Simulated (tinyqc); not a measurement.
Inside a calculation. Method: RHF in the 3-21g basis, for H2, spin multiplicity 1. Computed by tinyqc, a small Python program that keeps every step (integrals from PySCF). Settings: charge = 0, multiplicity = 1, basis = 3-21g, energy threshold = 1e-08, iteration cap = 77, orthogonalisation = symmetric, start = atomic densities, DIIS depth = 0, method = RHF. Command: `OMP_NUM_THREADS=1 python tinyqc.py 22334 22335 out.jsonl` (the two numbers bound the seeds that draw the settings). One thread of a shared host (Intel(R) Xeon(R) Processor @ 2.60GHz), about 0.05 s of CPU time with the checks. Later iterations appear only in the table of the cycle.

## One-electron integrals

Geometry (angstrom):

| atom | x | y | z |
|---|---|---|---|
| H | 0.00000 | 0.00000 | 0.00000 |
| H | 0.00000 | 0.00000 | 0.76600 |

Basis 3-21g: exponents (1/bohr^2) and contraction coefficients of normalised primitives:

| element | l (shell) | exponent | coefficient |
|---|---|---|---|
| H | s (1) | 5.44718 | 0.15628 |
| H | s (1) | 0.82455 | 0.90469 |
| H | s (2) | 0.18319 | 1.00000 |

Overlap, kinetic and nuclear-attraction integrals over the contracted functions; the nuclear repulsion is the sum of Za Zb / Rab.

nuclear repulsion = 0.6908319 hartree

overlap S:
```
         1H 1s    1H 2s    2H 1s    2H 2s
1H 1s  1.00000  0.64590  0.38013  0.47046
1H 2s  0.64590  1.00000  0.47046  0.82537
2H 1s  0.38013  0.47046  1.00000  0.64590
2H 2s  0.47046  0.82537  0.64590  1.00000
```

kinetic energy T (hartree):
```
         1H 1s    1H 2s    2H 1s    2H 2s
1H 1s  1.54940  0.29315  0.17908  0.16827
1H 2s  0.29315  0.27479  0.16827  0.19778
2H 1s  0.17908  0.16827  1.54940  0.29315
2H 2s  0.16827  0.19778  0.29315  0.27479
```

nuclear attraction V (hartree):
```
          1H 1s     1H 2s     2H 1s     2H 2s
1H 1s  -2.40691  -1.21199  -0.89356  -0.91553
1H 2s  -1.21199  -1.22510  -0.91553  -1.05930
2H 1s  -0.89356  -0.91553  -2.40691  -1.21199
2H 2s  -0.91553  -1.05930  -1.21199  -1.22510
```

core Hamiltonian H = T + V (hartree):
```
          1H 1s     1H 2s     2H 1s     2H 2s
1H 1s  -0.85750  -0.91884  -0.71448  -0.74726
1H 2s  -0.91884  -0.95031  -0.74726  -0.86152
2H 1s  -0.71448  -0.74726  -0.85750  -0.91884
2H 2s  -0.74726  -0.86152  -0.91884  -0.95031
```

## Two-electron integrals

Functions are numbered as in S; the eight-fold symmetry (ij|kl) = (ji|kl) = (kl|ij) leaves the list below.

Two-electron integrals (ij|kl) in chemists' order, unique and non-zero (hartree):
```
(11|11) 1.14014   (21|11) 0.61140   (21|21) 0.34515   (22|11) 0.62637
(22|21) 0.38033   (22|22) 0.48296   (31|11) 0.35635   (31|21) 0.20228
(31|22) 0.22395   (31|31) 0.15155   (32|11) 0.32856   (32|21) 0.19815
(32|22) 0.24464   (32|31) 0.15609   (32|32) 0.18251   (33|11) 0.65782
(33|21) 0.40502   (33|22) 0.51394   (33|31) 0.35635   (33|32) 0.43832
(33|33) 1.14014   (41|11) 0.43832   (41|21) 0.24834   (41|22) 0.27531
(41|31) 0.15609   (41|32) 0.15617   (41|33) 0.32856   (41|41) 0.18251
(42|11) 0.49041   (42|21) 0.29957   (42|22) 0.38623   (42|31) 0.19456
(42|32) 0.22391   (42|33) 0.49041   (42|41) 0.22391   (42|42) 0.32901
(43|11) 0.40502   (43|21) 0.24864   (43|22) 0.31876   (43|31) 0.20228
(43|32) 0.24834   (43|33) 0.61140   (43|41) 0.19815   (43|42) 0.29957
(43|43) 0.34515   (44|11) 0.51394   (44|21) 0.31876   (44|22) 0.42767
(44|31) 0.22395   (44|32) 0.27531   (44|33) 0.62637   (44|41) 0.24464
(44|42) 0.38623   (44|43) 0.38033   (44|44) 0.48296
```

## Orthogonalisation

S = U s U^T; symmetric (Loewdin) form X = U s^(-1/2) U^T, so that X^T S X = 1.

eigenvalues of S: 0.11381  0.46441  0.68069  2.74109

X:
```
          1H 1s     1H 2s     2H 1s     2H 2s
1H 1s   1.26009  -0.48280  -0.13995   0.05943
1H 2s  -0.48280   1.86374   0.05943  -0.91246
2H 1s  -0.13995   0.05943   1.26009  -0.48280
2H 2s   0.05943  -0.91246  -0.48280   1.86374
```

## Starting guess

The start is atomic minimal-basis densities projected into this basis (PySCF's MINAO start) and scaled to the electron count of each spin; this density is not idempotent, so its energy is not variational and may lie below the converged one.

D at the start:
```
          1H 1s    1H 2s     2H 1s    2H 2s
1H 1s   0.20618  0.28721  -0.01047  0.00261
1H 2s   0.28721  0.40151   0.00261  0.02765
2H 1s  -0.01047  0.00261   0.20618  0.28721
2H 2s   0.00261  0.02765   0.28721  0.40151
```

## Iteration 1: building the Fock matrix

J_ij = sum D_kl (ij|kl), K_ij = sum D_kl (ik|jl); F = H + J - 0.5 K; E = tr D H + tr D J / 2 - 0.25 tr D K + E_nn.

Coulomb J (hartree):
```
         1H 1s    1H 2s    2H 1s    2H 2s
1H 1s  1.43606  0.84600  0.56839  0.63423
1H 2s  0.84600  1.02169  0.63423  0.87298
2H 1s  0.56839  0.63423  1.43606  0.84600
2H 2s  0.63423  0.87298  0.84600  1.02169
```

exchange K (hartree):
```
         1H 1s    1H 2s    2H 1s    2H 2s
1H 1s  0.92866  0.79398  0.61664  0.69609
1H 2s  0.79398  0.80194  0.69609  0.76229
2H 1s  0.61664  0.69609  0.92866  0.79398
2H 2s  0.69609  0.76229  0.79398  0.80194
```

Fock matrix F (hartree):
```
          1H 1s     1H 2s     2H 1s     2H 2s
1H 1s   0.11422  -0.46982  -0.45441  -0.46107
1H 2s  -0.46982  -0.32959  -0.46107  -0.36968
2H 1s  -0.45441  -0.46107   0.11422  -0.46982
2H 2s  -0.46107  -0.36968  -0.46982  -0.32959
```

total energy of this density = -0.8020836 hartree

This density is the starting one; it is not idempotent, so its energy is not variational and may lie below the converged one.

## Iteration 1: diagonalisation and new density

Diagonalise F' = X^T F X, C = X C', fill 1 alpha and 1 beta electrons from the bottom; D = 2 C_occ C_occ^T. Each column has its largest component positive (the first on a tie).

F' = X^T F X (hartree):
```
          1         2         3         4
1   0.73521  -0.62222  -0.40446  -0.09360
2  -0.62222   0.27928  -0.09360  -0.22323
3  -0.40446  -0.09360   0.73521  -0.62222
4  -0.09360  -0.22323  -0.62222   0.27928
```

orbital energies (hartree): MO1 -0.53548, MO2 0.20389, MO3 0.92228, MO4 1.43829

coefficients C:
```
           MO1       MO2       MO3       MO4
1H 1s  0.27378   0.15309   0.80126  -1.05054
1H 2s  0.32782   1.52061  -0.65926   1.29937
2H 1s  0.27378  -0.15309   0.80126   1.05054
2H 2s  0.32782  -1.52061  -0.65926  -1.29937
```

D after iteration 1:
```
         1H 1s    1H 2s    2H 1s    2H 2s
1H 1s  0.14991  0.17950  0.14991  0.17950
1H 2s  0.17950  0.21493  0.17950  0.21493
2H 1s  0.14991  0.17950  0.14991  0.17950
2H 2s  0.17950  0.21493  0.17950  0.21493
```

## Iteration 2: building the Fock matrix

As before.

Coulomb J (hartree):
```
         1H 1s    1H 2s    2H 1s    2H 2s
1H 1s  1.47248  0.86551  0.58950  0.65164
1H 2s  0.86551  1.03747  0.65164  0.88868
2H 1s  0.58950  0.65164  1.47248  0.86551
2H 2s  0.65164  0.88868  0.86551  1.03747
```

exchange K (hartree):
```
         1H 1s    1H 2s    2H 1s    2H 2s
1H 1s  1.02615  0.89378  0.79237  0.82669
1H 2s  0.89378  0.89134  0.82669  0.86500
2H 1s  0.79237  0.82669  1.02615  0.89378
2H 2s  0.82669  0.86500  0.89378  0.89134
```

Fock matrix F (hartree):
```
          1H 1s     1H 2s     2H 1s     2H 2s
1H 1s   0.10190  -0.50021  -0.52117  -0.50896
1H 2s  -0.50021  -0.35851  -0.50896  -0.40534
2H 1s  -0.52117  -0.50896   0.10190  -0.50021
2H 2s  -0.50896  -0.40534  -0.50021  -0.35851
```

total energy of this density = -1.1216933 hartree

## Iteration 2: diagonalisation and new density

As before.

F' = X^T F X (hartree):
```
          1         2         3         4
1   0.75798  -0.62835  -0.46379  -0.12141
2  -0.62835   0.28215  -0.12141  -0.23567
3  -0.46379  -0.12141   0.75798  -0.62835
4  -0.12141  -0.23567  -0.62835   0.28215
```

orbital energies (hartree): MO1 -0.58958, MO2 0.25264, MO3 0.93026, MO4 1.48695

coefficients C:
```
           MO1       MO2       MO3       MO4
1H 1s  0.28411   0.11912   0.79765  -1.05493
1H 2s  0.31927   1.56174  -0.66344   1.24964
2H 1s  0.28411  -0.11912   0.79765   1.05493
2H 2s  0.31927  -1.56174  -0.66344  -1.24964
```

D after iteration 2:
```
         1H 1s    1H 2s    2H 1s    2H 2s
1H 1s  0.16144  0.18142  0.16144  0.18142
1H 2s  0.18142  0.20387  0.18142  0.20387
2H 1s  0.16144  0.18142  0.16144  0.18142
2H 2s  0.18142  0.20387  0.18142  0.20387
```

## Iteration 3: building the Fock matrix

As before.

Coulomb J (hartree):
```
         1H 1s    1H 2s    2H 1s    2H 2s
1H 1s  1.48480  0.87152  0.59470  0.65639
1H 2s  0.87152  1.04184  0.65639  0.89266
2H 1s  0.59470  0.65639  1.48480  0.87152
2H 2s  0.65639  0.89266  0.87152  1.04184
```

exchange K (hartree):
```
         1H 1s    1H 2s    2H 1s    2H 2s
1H 1s  1.04333  0.90047  0.80524  0.83294
1H 2s  0.90047  0.88887  0.83294  0.86276
2H 1s  0.80524  0.83294  1.04333  0.90047
2H 2s  0.83294  0.86276  0.90047  0.88887
```

Fock matrix F (hartree):
```
          1H 1s     1H 2s     2H 1s     2H 2s
1H 1s   0.10563  -0.49755  -0.52240  -0.50733
1H 2s  -0.49755  -0.35291  -0.50733  -0.40024
2H 1s  -0.52240  -0.50733   0.10563  -0.49755
2H 2s  -0.50733  -0.40024  -0.49755  -0.35291
```

total energy of this density = -1.1222745 hartree

## Iteration 3: diagonalisation and new density

As before.

F' = X^T F X (hartree):
```
          1         2         3         4
1   0.76262  -0.62850  -0.46745  -0.12140
2  -0.62850   0.28658  -0.12140  -0.23341
3  -0.46745  -0.12140   0.76262  -0.62850
4  -0.12140  -0.23341  -0.62850   0.28658
```

orbital energies (hartree): MO1 -0.58544, MO2 0.25599, MO3 0.93377, MO4 1.49407

coefficients C:
```
           MO1       MO2       MO3       MO4
1H 1s  0.28560   0.11705   0.79712  -1.05516
1H 2s  0.31803   1.56419  -0.66404   1.24657
2H 1s  0.28560  -0.11705   0.79712   1.05516
2H 2s  0.31803  -1.56419  -0.66404  -1.24657
```

D after iteration 3:
```
         1H 1s    1H 2s    2H 1s    2H 2s
1H 1s  0.16314  0.18166  0.16314  0.18166
1H 2s  0.18166  0.20229  0.18166  0.20229
2H 1s  0.16314  0.18166  0.16314  0.18166
2H 2s  0.18166  0.20229  0.18166  0.20229
```

## Iteration 6 (converged): orbitals

converged F (hartree):
```
          1H 1s     1H 2s     2H 1s     2H 2s
1H 1s   0.10626  -0.49709  -0.52261  -0.50705
1H 2s  -0.49709  -0.35196  -0.50705  -0.39937
2H 1s  -0.52261  -0.50705   0.10626  -0.49709
2H 2s  -0.50705  -0.39937  -0.49709  -0.35196
```

As before.

F' = X^T F X (hartree):
```
          1         2         3         4
1   0.76340  -0.62852  -0.46807  -0.12139
2  -0.62852   0.28732  -0.12139  -0.23303
3  -0.46807  -0.12139   0.76340  -0.62852
4  -0.12139  -0.23303  -0.62852   0.28732
```

orbital energies (hartree): MO1 -0.58473, MO2 0.25655, MO3 0.93435, MO4 1.49526

coefficients C:
```
           MO1       MO2       MO3       MO4
1H 1s  0.28585   0.11670   0.79703  -1.05520
1H 2s  0.31782   1.56460  -0.66414   1.24606
2H 1s  0.28585  -0.11670   0.79703   1.05520
2H 2s  0.31782  -1.56460  -0.66414  -1.24606
```

D after iteration 6:
```
         1H 1s    1H 2s    2H 1s    2H 2s
1H 1s  0.16342  0.18170  0.16342  0.18170
1H 2s  0.18170  0.20202  0.18170  0.20202
2H 1s  0.16342  0.18170  0.16342  0.18170
2H 2s  0.18170  0.20202  0.18170  0.20202
```

## Convergence

Stop when the energy changes by less than 1e-08 hartree and every element of the error matrix X^T (F D S - S D F) X is below 3e-05.

Course of the cycle:

| iteration | E (hartree) | change | largest element of the error matrix |
|---|---|---|---|
| 1 | -0.8020836 | - | 1.25e-01 |
| 2 | -1.1216933 | -3.20e-01 | 1.96e-02 |
| 3 | -1.1222745 | -5.81e-04 | 2.84e-03 |
| 4 | -1.1222866 | -1.21e-05 | 4.11e-04 |
| 5 | -1.1222869 | -2.54e-07 | 5.95e-05 |
| 6 | -1.1222869 | -5.34e-09 | 8.62e-06 |

PySCF RHF in the same basis = -1.1222869 hartree

Converged in 6 iterations.

## Populations, bond orders and dipole

Mulliken: Z minus the diagonal of D S on the atom; Loewdin: the same with S^(1/2) D S^(1/2); Mayer order: 2 sum_s sum (D(s) S)_ij (D(s) S)_ji over the two atoms.

Charges (e):

| atom | Mulliken | Loewdin |
|---|---|---|
| 1H | 0.00000 | 0 |
| 2H | 0 | 0 |

Mayer bond orders:

| pair | order |
|---|---|
| 2-1 | 1.00000 |

dipole moment about the origin, x y z (debye): 0.00000  0.00000  0.00000
